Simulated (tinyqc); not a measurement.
Free and trapped electrons in a MOS channel with a dense trap tail: two steps of the calculation.

p-type body, charge-sheet picture, full ionisation (an idealisation for deep acceptors), Boltzmann statistics for free electrons. e = Ec - EF at the surface. Acceptor-like traps of density D(E) = D0 + De exp(-E/Ew) at depth E below Ec, from 0 to Eu, hold n_t = integral of D(E)/(1 + exp((e - E)/Vt)). psi = Eg - Vt ln(Nv/Na) - e; N_dep = sqrt(2 eps0 eps_r Na (psi - Vt)/q); n_f = sqrt(N_dep^2 + 2 eps0 eps_r Vt Nc exp(-e/Vt)/q) - N_dep; Vg = Vfb + psi + q (N_dep + n_t + n_f)/Cox, Cox = eps0 eox/tox.

Inputs (values chosen for the exercise); band and dielectric values close to those of silicon: temperature T = 250 K; band gap Eg = 1.13 eV; relative permittivity eps_r = 11.6; conduction-band density of states at T Nc = 2.1e19 cm^-3; valence-band density of states at T Nv = 1.99e19 cm^-3; relative permittivity of the insulator eox = 3.9; insulator thickness tox = 28 nm; acceptor density Na = 6.8e15 cm^-3; flat-band voltage without trapped charge Vfb = -0.98 V; constant background density of acceptor-like traps D0 = 3.2e10 cm^-2 eV^-1; density of the tail at the conduction edge De = 2e13 cm^-2 eV^-1; decay energy of the tail Ew = 0.13 eV; depth below Ec down to which the traps reach Eu = 0.57 eV; mobility of free electrons mf = 170 cm^2/(V s); Ec - EF at the surface e = 0.112 eV.

Constants: q = 1.602176634e-19 C, kB = 1.380649e-23 J/K, Vt = kB T/q, eps0 = 8.8541878128e-14 F/cm where lengths are in cm. Results are converted to the units shown.

Task 1. Trapped charge. Trapezoid rule on 16 equal steps from 0 to Eu, f = 1/(1 + exp((e - E)/Vt)).

Give: E; D(E) f; n_t.

Result 1.

```
point,E (eV),D(E) f (cm^-2 eV^-1)
0,0,1.100e11
1,0.03562,4.275e11
2,0.07125,1.520e12
3,0.1069,3.889e12
4,0.1425,5.403e12
5,0.1781,4.886e12
6,0.2137,3.861e12
7,0.2494,2.964e12
8,0.2850,2.264e12
9,0.3206,1.730e12
10,0.3563,1.323e12
11,0.3919,1.013e12
12,0.4275,7.782e11
13,0.4631,5.994e11
14,0.4988,4.634e11
15,0.5344,3.600e11
16,0.5700,2.814e11
```

n_t = 1.129e12 cm^-2

Task 2. Charges and gate voltage. psi, N_dep, n_f and Vg as defined, with the n_t given; free share n_f/(n_f + n_t); apparent mobility mf n_f/(n_f + n_t); gate voltage spent on traps q n_t/Cox.

n_t = 1.1285183e12 cm^-2

Find: psi; N_dep; n_f; Vg; free share; apparent mobility; gate voltage spent on traps.

Result 2.

psi = 0.84605 V
N_dep = 2.6811e11 cm^-2
n_f = 5.4254e10 cm^-2
Vg = 1.7509 V
free share = 4.5871 %
apparent mobility = 7.7980 cm^2/(V s)
gate voltage spent on traps = 1.4661 V

Program tinyqc, `OMP_NUM_THREADS=1 python tinyqc.py 2222157 2222158 out.jsonl`; Intel Xeon 2.30GHz, shared host, one thread, about 0.02 s.
